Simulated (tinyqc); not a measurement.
Pi bands of a honeycomb layer in tight binding: sweeps and comparisons. A value that a table varies takes the place of the one given here.

Lattice vectors a (1,0) and a (1/2, sqrt3/2); f = exp(i ky a/sqrt3) + 2 cos(kx a/2) exp(-i ky a/(2 sqrt3)), w = |f|. H = [[D - t2 F, -t f], [., -D - t2 F]] with F = w^2 - 3, S = [[1, s0 f], [., 1]]; the levels solve det(H - E S) = 0. K = (4 pi/3a, 0), M = (pi/a, pi/(sqrt3 a)); w = 3, 1, 0 at Gamma, M, K.

Constants: hbar^2/2m0 = 3.80998211 eV angstrom^2.

Parameters, chosen for this exercise (of the size used for graphene; the results hold for these values, not for the real material): a = 2.46 angstrom (lattice constant); t = 3.09 eV (nearest hopping); t2 = 0 eV (second-neighbour hopping); s0 = 0.066 (overlap of neighbours); D = 0 eV (+D on A, -D on B).

## How far the cone holds

Upper and lower levels at distance q from K towards Gamma (-x) and towards M (+x), measured from 3 t2; cone: sqrt(D^2 + (hbar v q)^2), hbar v = (sqrt3/2) a (t + 3 t2 s0).

Levels (eV):

| q (1/angstrom) | cone | upper, to Gamma | lower, to Gamma | upper, to M | lower, to M |
|---|---|---|---|---|---|
| 0.02 | 0.1317 | 0.1330 | -0.1322 | 0.1311 | -0.1303 |
| 0.05 | 0.3292 | 0.3372 | -0.3324 | 0.3253 | -0.3209 |
| 0.10 | 0.6583 | 0.6900 | -0.6703 | 0.6420 | -0.6248 |
| 0.15 | 0.9875 | 1.0577 | -1.0119 | 0.9482 | -0.9113 |
| 0.20 | 1.3166 | 1.4393 | -1.3559 | 1.2425 | -1.1798 |
| 0.30 | 1.9749 | 2.2407 | -2.0450 | 1.7882 | -1.6613 |
| 0.40 | 2.6332 | 3.0855 | -2.7262 | 2.2664 | -2.0663 |
| 0.60 | 3.9498 | 4.8623 | -4.0261 | 2.9746 | -2.6393 |

What can be read from the table?

At q = 0.2 the upper band lies +123 meV from the cone towards Gamma and -74 meV towards M; half their difference, 98 meV, is the trigonal warping, steeper towards Gamma, and their mean, +24 meV, comes from the bending of the band and from t2 or the overlap. All four values stay within 5 % of the cone up to q = 0.05. The electron-hole asymmetry, upper plus lower towards Gamma, is +83 meV at q = 0.2.

## Fermi level against carrier density

hbar v = 6.58301 eV angstrom

Cone with four flavours: n = kF^2/pi, EF = sqrt(D^2 + (hbar v kF)^2), density of states 2 EF/(pi (hbar v)^2), quantum capacitance e^2 times it (1 e^2/(eV angstrom^2) = 1602.177 microF/cm^2), cyclotron mass 2c EF/(hbar v)^2, c = hbar^2/2m0; 1e12/cm^2 = 1e-4/angstrom^2.

Filling:

| n (1e12/cm^2) | kF (1/angstrom) | EF (eV) | Cq (microF/cm^2) | cyclotron mass (m0) |
|---|---|---|---|---|
| 0.10 | 0.00560 | 0.0369 | 0.868 | 0.0065 |
| 0.25 | 0.00886 | 0.0583 | 1.373 | 0.0103 |
| 0.50 | 0.01253 | 0.0825 | 1.942 | 0.0145 |
| 1.00 | 0.01772 | 0.1167 | 2.746 | 0.0205 |
| 2.00 | 0.02507 | 0.1650 | 3.884 | 0.0290 |
| 4.00 | 0.03545 | 0.2334 | 5.493 | 0.0410 |
| 10.00 | 0.05605 | 0.3690 | 8.684 | 0.0649 |
| 20.00 | 0.07927 | 0.5218 | 12.282 | 0.0918 |

What can be read from the table?

From 1 to 4e12/cm^2 EF rises by a factor 2.000, the square root of four. Capacitance and mass grow in proportion to EF counted from mid-gap, so hardly at all while a large gap term dominates it; in a parabolic band both are constant; Cq is 2.75 microF/cm^2 at 1e12/cm^2, against 3.45 for 1 nm of a dielectric with eps = 3.9.

## What each parameter does

Gap at K, difference at M, and the two levels at Gamma, from (e - E)^2 - D^2 - (t + s0 E)^2 w^2 = 0, e = -t2 (w^2 - 3). Each row changes one parameter from the base and keeps the others.

Results:

| case | gap at K (eV) | difference at M (eV) | lower at Gamma (eV) | upper at Gamma (eV) |
|---|---|---|---|---|
| base | 0.0000 | 6.2070 | -7.7379 | 11.5586 |
| t = 3.2445 eV | 0.0000 | 6.5174 | -8.1248 | 12.1365 |
| t2 = 0.05 eV | 0.0000 | 6.2203 | -7.9883 | 11.1845 |
| s0 = 0.096 | 0.0000 | 6.2375 | -7.1972 | 13.0197 |
| D = 0.1 eV | 0.2000 | 6.2103 | -7.7384 | 11.5591 |
| a = 2.5092 angstrom | 0.0000 | 6.2070 | -7.7379 | 11.5586 |

What does this show?

The largest shifts from the base row, up to three for each result and ties (the steps differ in size, so this ranks the rows, not the parameters). gap at K (eV): D +0.2000; unchanged at the printed digits by t, t2, s0 and a. difference at M (eV): t +0.3104, s0 +0.0304, t2 +0.0133; unchanged at the printed digits by a. lower at Gamma (eV): s0 +0.5407, t -0.3869, t2 -0.2504; unchanged at the printed digits by a. upper at Gamma (eV): s0 +1.4611, t +0.5779, t2 -0.3741; unchanged at the printed digits by a. At points fixed by symmetry a drops out; the gap at K is 2D whatever the hoppings.

Run: tinyqc, `OMP_NUM_THREADS=1 python tinyqc.py 1480764 1480765 out.jsonl`; Intel(R) Xeon(R) Processor @ 2.30GHz, one thread, shared host; about 0.01 s of CPU time with all checks.
